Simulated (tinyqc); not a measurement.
Leakage through a gate insulator: direct, Fowler-Nordheim, trap-assisted and Poole-Frenkel currents: one step, computed by the program tinyqc.

Electrons enter from the cathode Fermi level at x = 0; the conduction band of the insulator lies phi_b - e F x above it, F = V/t. WKB exponents use a parabolic band with mass m.

Question. One trap at several depths. For a level a distance phi(x) below the band, the WKB exponent is 2 int kappa dx with kappa = sqrt(m phi/(hbar^2/2m_0)); for a linear barrier from phi_1 down to phi_2 = max(phi_1 - e F d, 0) it is G = (4/3) sqrt(m/(hbar^2/2m_0)) (phi_1^(3/2) - phi_2^(3/2))/(e F). A trap at depth x lies phi_t below the band. Capture: tunnel at the cathode Fermi level from 0 to x (G_in from phi_1 = phi_b), rate nu_0 exp(-G_in - E_c/k_B T) with E_c = E_a + max(phi_b - phi_t - e F x, 0), the last term being the height of the trap above the cathode Fermi level. Emission: tunnel from the trap level to the anode (G_out from phi_1 = phi_t over t - x), rate nu_0 exp(-G_out - E_a/k_B T). Re-emission to the cathode follows from detailed balance, rate_back = rate_in exp(dE/k_B T) with dE = phi_b - phi_t - e F x. Each trap passes R = rate_in rate_out/(rate_in + rate_back + rate_out) electrons per second; filling from the anode is left out. Depths: t times 0.08, 0.2, 0.32, 0.44, 0.56, 0.68, 0.8 and 0.92, rounded to 0.01 nm.

Inputs (values chosen for the exercise, with an insulator like SiO2):
```
quantity                        value  unit
thickness t                       7.4    nm
barrier phi_b                    3.18    eV
tunnelling mass m                0.43   m_0
voltage across the insulator V    2.9     V
trap depth phi_t                  1.7    eV
attempt rate nu_0               4e+12   1/s
activation of capture E_a        0.17    eV
temperature T                     400     K
```

Constants: k_B = 8.617333262e-05 eV/K; hbar^2/(2 m_0) = 3.80998212 eV angstrom^2.

Give: Rates.

Answer.

Rates:
```
x (nm)    G_in   G_out  E_c (eV)  rate in (1/s)  rate back (1/s)  rate out (1/s)     R (1/s)
0.59     6.939  25.335    1.4188     5.1591e-09       2.7961e+07      2.8666e-01  5.2891e-17
1.48    16.898  25.335    1.0700     6.0537e-09       1.3229e+03      2.8666e-01  1.3115e-12
2.37    26.209  25.335    0.7212     1.3573e-08       1.1959e-01      2.8666e-01  9.5773e-09
3.26    34.824  25.088    0.3724     6.1041e-08       2.1685e-05      3.6694e-01  6.1037e-08
4.14    42.598  22.197    0.1700     9.1217e-09       1.4639e-10      6.6110e+00  9.1217e-09
5.03    49.626  17.594    0.1700     8.0868e-12       5.2327e-18      6.5968e+02  8.0868e-12
5.92    55.701  11.787    0.1700     1.8604e-14       4.8537e-25      2.1935e+05  1.8604e-14
6.81    60.639   4.989    0.1700     1.3338e-16       1.4031e-31      1.9660e+08  1.3338e-16
```

The most effective of these traps sits at 3.26 nm, 44 % of the way; where rate back exceeds rate out, re-emission drains the trap, and elsewhere the slower forward step limits R; here capture limits, and the best depth is where the trap level drops to the cathode Fermi level.
